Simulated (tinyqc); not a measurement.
Slope factor and drain-induced lowering from three currents.

Inverse problem. With source and body at 0 V, I = A exp((Vg + dd Vd)/(nf Vt)) (1 - exp(-Vd/Vt)). Find nf, the swing nf Vt ln 10 and dd.

Values chosen for this exercise:
- T = 330 K (temperature)

Constants: q = 1.602176634e-19 C, kB = 1.380649e-23 J/K, Vt = kB T/q. Results are converted to the units shown.

currents at (Vg, Vd) = (0, 0.05), (0, 1.1) and (0.11, 1.1) V (nA/um): 0.0019261795  0.028205741  0.38496628

Answer. The pair at equal Vd gives nf; the pair at equal Vg, after dividing out the factors 1 - exp(-Vd/Vt), gives dd.

nf = 1.480
swing = 96.91 mV/decade
dd = 0.1000

Program tinyqc, `OMP_NUM_THREADS=1 python tinyqc.py 2242146 2242147 out.jsonl`; Intel Xeon 2.30GHz, shared host, one thread, about 0.04 s.
